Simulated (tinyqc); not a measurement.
A chain with a side-coupled site and dephasing by Buettiker voltage probes: coherent and dephased transmission against energy.

Sites 1 to 4 form a chain with hopping -t, and site 5 hangs on site 4 by -ts. Lead L joins site 1 and lead R site 4, both semi-infinite chains with hopping -t and site energy 0. Every site carries a probe with self-energy -i Gamma_p/2 that draws no net current. Linear response at zero temperature: mu_L = 1, mu_R = 0 in units of the bias.

Sigma = t^2 g(E), g(x) = (x - i sqrt(4 t^2 - x^2))/(2 t^2) for |x| < 2 t and (x - sign(x) sqrt(x^2 - 4 t^2))/(2 t^2) otherwise; Gamma = -2 Im Sigma; G = (E - H - Sigma_L - Sigma_R + i Gamma_p/2)^(-1). With Gamma the broadening by one lead, T_RL = Gamma^2 |G_(4,1)|^2, T_pL = Gamma Gamma_p |G_(p,1)|^2, T_pR = Gamma Gamma_p |G_(p,4)|^2, T_pq = Gamma_p^2 |G_(p,q)|^2 for p != q. No current into probe p: W mu = T_pL with W_pp = T_pL + T_pR + sum_q T_pq and W_pq = -T_pq. Then T_eff = T_RL + sum_p T_pR mu_p, and the resistance is (h/2q^2)/T_eff. Without probes means Gamma_p = 0.

Parameters, values chosen for the exercise:
```
symbol,value,unit,meaning
t,0.6,eV,hopping (matrix element -t)
U,"[0, 0, 0, 0, 0.27]",eV,site energies 1 to N
gp,0.56,eV,probe broadening Gamma_p
ts,0.23,eV,hopping from site 4 to the side site 5
```

Results:
```
E (eV)	T without probes	T_eff
-1.08	0.9944	0.3169
-0.9	0.9968	0.3921
-0.72	0.9969	0.4437
-0.54	0.9963	0.4763
-0.36	0.9946	0.4918
-0.18	0.9903	0.4930
0	0.9740	0.4822
0.18	0.8029	0.4655
0.36	0.7914	0.4623
0.72	0.9852	0.4346
0.9	0.9889	0.3870
1.08	0.9847	0.3153
```

Estimate the missing row, E = 0.54 eV.

Computed row:
```
E (eV)	T without probes	T_eff
0.54	0.9677	0.4597
```

With this row back in the table: Without probes T lies between 0.791 and 0.997 in these rows, with them between 0.315 and 0.493. The probes lower it in 13 rows and raise it in 0.

tinyqc, about 0.01 s, one thread, Intel Xeon 2.30GHz (shared host): `OMP_NUM_THREADS=1 python tinyqc.py 2700016 2700017 out.jsonl`
